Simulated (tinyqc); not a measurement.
Raman shift of the zone-centre optical phonon of a diamond-structure crystal under stress: one step, computed by the program tinyqc.

Axes x, y, z are the cube axes. Strain shifts the threefold optical mode and can split it; p, q and r are the phonon deformation potentials.

Task: Heating mistaken for stress. A temperature above 300 K shifts the line by (d omega/dT)(T - 300 K); divided by the shift per stress it poses as a stress; the total shift adds it to the shift of the observed line. The anti-Stokes to Stokes ratio is [(omega_L + omega_0)/(omega_L - omega_0)]^3 exp(-h c omega_0/(k_B T)) in photon counts, omega_L = 1/wavelength, resonance effects left out.

Inputs (values chosen for the exercise, modelled on silicon):
```
quantity                             value      unit
unstrained frequency omega_0         520.9      1/cm
temperature coefficient d omega/dT  -0.022  1/(cm K)
local temperature T                    520         K
laser wavelength                     457.9        nm
```

Stress state: biaxial. Axis: [111].

shift per stress = -3.721810 1/(cm GPa)

shift of the observed line = -2.977448 1/cm

Constants: h = 6.62607015e-34 J s; c = 299792458 m/s; k_B = 1.380649e-23 J/K.

Give: thermal shift; apparent stress from heating; total shift; anti-Stokes/Stokes ratio.

Result:

thermal shift = -4.84 1/cm

apparent stress from heating = 1.300 GPa

total shift = -7.817 1/cm

anti-Stokes/Stokes ratio = 0.2730

Caution: this stress has components normal to the (001) face, so it cannot reach a free (001) surface; it can act on buried material.
